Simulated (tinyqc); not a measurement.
Tunnelling through a gate dielectric with the two-band (Franz) dispersion, WKB transmission and Tsu-Esaki current: one step of the calculation.

Electrons leave the emitter at x = 0. Energies E (motion across the layers) are in eV from the emitter Fermi level; the collector Fermi level lies at -V and offers states at every E. No charge in the dielectric and no image force: F1 = V/t1, U = phi1 - F1 x. With C = hbar^2/(2 m0), kappa = sqrt(m u (1 - u/Egx)/C), u = U - E where U > E and 0 elsewhere; T(E) = exp(-S), S = 2 times the integral of kappa over x.

Problem. Current density on a coarse energy grid. Each layer adds (2/F) sqrt(m/C) [G(u at its left edge) - G(u at its right edge)] to S, with u = U - E (0 where negative) and G(u) = Egx^1.5 (th - sin(4 th)/4)/4, th = arcsin sqrt(u/Egx). The slope follows from 1/d = -dS/dE.

J = J0 times the integral of T(E) N(E) dE, N = ln[(1 + exp(-E/Vt))/(1 + exp((-E - V)/Vt))], J0 = q^2 me m0 kB T/(2 pi^2 hbar^3) (times 1e-4 for A/cm^2 per eV), by Simpson's rule on nE equally spaced points from Ea to Eb.

Parameters, values chosen for the exercise; dielectric values close to those of silicon dioxide:
```
symbol,value,unit,meaning
T,350,K,temperature
Ef,0.33,eV,Fermi energy of the emitter above its band bottom
me,0.86,m0,emitter mass in the supply function
phi1,2.99,eV,barrier of layer 1 above the emitter Fermi level at zero bias
m1,0.5,m0,tunnelling mass of layer 1
t1,4.2,nm,thickness of layer 1
Egx,9.5,eV,"gap parameter of the two-band dispersion, set freely"
V,4.2,V,voltage across the dielectric
Ea,-0.33,eV,lower end of the energy grid
Eb,0.39,eV,upper end of the energy grid
nE,15,,points of the energy grid
```

Constants: q = 1.602176634e-19 C, kB = 1.380649e-23 J/K, hbar = 1.054571817e-34 J s, m0 = 9.1093837015e-31 kg, Vt = kB T/q, hbar^2/(2 m0) = 0.0380998212 eV nm^2. Results are converted to the units shown.

Wanted: E; T(E); N; T(E) N; J0; J.

Solution.

```
point    E (eV)        T(E)          N      T(E) N
0      -0.33000  5.4642e-12     10.941  5.9786e-11
1      -0.27857  9.4386e-12     9.2363  8.7178e-11
2      -0.22714  1.6271e-11     7.5316  1.2255e-10
3      -0.17571  2.7989e-11     5.8289  1.6314e-10
4      -0.12429  4.8041e-11     4.1369  1.9874e-10
5      -0.07286  8.2270e-11     2.5012  2.0577e-10
6      -0.02143  1.4056e-10     1.1102  1.5605e-10
7       0.03000  2.3955e-10    0.31470  7.5385e-11
8       0.08143  4.0723e-10   0.065054  2.6492e-11
9       0.13286  6.9048e-10   0.012142  8.3840e-12
10      0.18429   1.1676e-9  0.0022178  2.5895e-12
11      0.23571   1.9689e-9  4.0344e-4  7.9431e-13
12      0.28714   3.3105e-9  7.3335e-5  2.4277e-13
13      0.33857   5.5498e-9  1.3329e-5  7.3971e-14
14      0.39000   9.2754e-9  2.4224e-6  2.2469e-14
```

J0 = 4.1976e8 A/(cm^2 eV)
J = 0.023286 A/cm^2

The integrand peaks at E = -0.0729 eV among these points.

Program tinyqc, `OMP_NUM_THREADS=1 python tinyqc.py 2540078 2540079 out.jsonl`; Intel Xeon 2.30GHz, shared host, one thread, about 0.02 s.
